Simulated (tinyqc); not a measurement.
MOS inversion layer, Poisson-Schroedinger loop: course of the self-consistent loop.

Electrons confined at an insulator interface at z = 0, treated as a hard wall; parabolic valleys, Hartree approximation, no image or exchange terms. The depletion charge lies far deeper than the electrons and gives a uniform field q Nd/(eps0 eps_r); the gate balances all charge. Energies are counted from the band edge at the interface.

V0 = q Nd z/(eps0 eps_r) in eV.

Tridiagonal Hamiltonian with psi = 0 one step beyond both ends: H_ii = C (1/m_(i-1/2) + 1/m_(i+1/2))/hz^2 + V0_i + U_i (+ dE for the set B), H_(i,i+1) = -C/(m_(i+1/2) hz^2), C = hbar^2/(2 m0). The lowest 2 level(s) of each valley set are kept, normalised to hz sum |psi|^2 = 1. The mass is the same on all intervals.

Level k holds N_k = D_k Vt ln(1 + exp((EF - E_k)/Vt)) with D = 4 md1 m0 q/(pi hbar^2) for the set A, D = 2 md2 m0 q/(pi hbar^2) for the set B per eV (spin included); EF is fixed by sum N_k = Ns.

n_i = sum_k N_k |psi_k|^2 (converted to cm^-3). Hartree part by Gauss: on the interval before node i the electrons still beyond are S_i = Ns - hz sum_(j<i) n_j, and U_i = U_(i-1) + q S_i hz/(eps0 eps_r) in eV, U_0 = 0 at the interface. Mixing: U(new) = U + a (U(out) - U).

Start from U = 0. Stop when the largest |U(out) - U| is below 1e-7 eV, or after 120 rounds.

Parameters, values chosen for the exercise; masses and permittivity close to those of silicon (110): temperature T = 300 K; relative permittivity eps_r = 11.8; mass along z of valley set A (4 valley(s)) mz1 = 0.318 m0; in-plane density-of-states mass of set A md1 = 0.326 m0; mass along z of valley set B (2 valley(s)) mz2 = 0.193 m0; in-plane density-of-states mass of set B md2 = 0.411 m0; sheet density of electrons Ns = 9.8e11 cm^-2; sheet density of depletion charge Nd = 2e12 cm^-2; extra shift of set B (strain) dE = 0.05 eV; mesh step hz = 0.85 nm; mixing factor a = 0.5.

Constants: q = 1.602176634e-19 C, kB = 1.380649e-23 J/K, hbar = 1.054571817e-34 J s, m0 = 9.1093837015e-31 kg, Vt = kB T/q, eps0 = 8.8541878128e-14 F/cm where lengths are in cm, hbar^2/(2 m0) = 0.0380998212 eV nm^2. Results are converted to the units shown.

| node | z (nm) |
|---|---|
| 1 | 0.85 |
| 2 | 1.7 |
| 3 | 2.55 |
| 4 | 3.4 |
| 5 | 4.25 |
| 6 | 5.1 |
| 7 | 5.95 |
| 8 | 6.8 |
| 9 | 7.65 |
| 10 | 8.5 |
| 11 | 9.35 |
| 12 | 10.2 |
| 13 | 11.05 |
| 14 | 11.9 |
| 15 | 12.75 |

Course of the iteration:

| round | level A1 (eV) | EF (eV) | largest \|U(out) - U\| (eV) |
|---|---|---|---|
| 1 | 0.111652 | 0.0414307 | 0.0374 |
| 2 | 0.125261 | 0.0551855 | 0.0174 |
| 3 | 0.131743 | 0.0617300 | 8.17e-3 |
| 4 | 0.134863 | 0.0648770 | 3.85e-3 |
| 5 | 0.136374 | 0.0663990 | 1.82e-3 |
| 6 | 0.137108 | 0.0671376 | 8.62e-4 |
| 7 | 0.137465 | 0.0674971 | 4.12e-4 |
| 8 | 0.137640 | 0.0676724 | 1.98e-4 |
| 9 | 0.137725 | 0.0677581 | 9.59e-5 |
| 10 | 0.137767 | 0.0678000 | 4.64e-5 |
| 11 | 0.137787 | 0.0678206 | 2.27e-5 |
| 12 | 0.137797 | 0.0678306 | 1.11e-5 |
| 13 | 0.137802 | 0.0678356 | 5.46e-6 |
| 14 | 0.137805 | 0.0678380 | 2.68e-6 |
| 15 | 0.137806 | 0.0678393 | 1.32e-6 |
| 16 | 0.137806 | 0.0678398 | 6.51e-7 |
| 17 | 0.137807 | 0.0678401 | 3.21e-7 |
| 18 | 0.137807 | 0.0678403 | 1.58e-7 |
| 19 | 0.137807 | 0.0678404 | 7.82e-8 |

Did this iteration meet its convergence test, and what does its course show?

Yes. Converged in 19 rounds. Towards the end the residual shrinks by a factor of about 0.49 a round.

Numbers from tinyqc (`OMP_NUM_THREADS=1 python tinyqc.py 2160064 2160065 out.jsonl`; about 0.8 s on one thread of a shared Intel Xeon 2.30GHz).
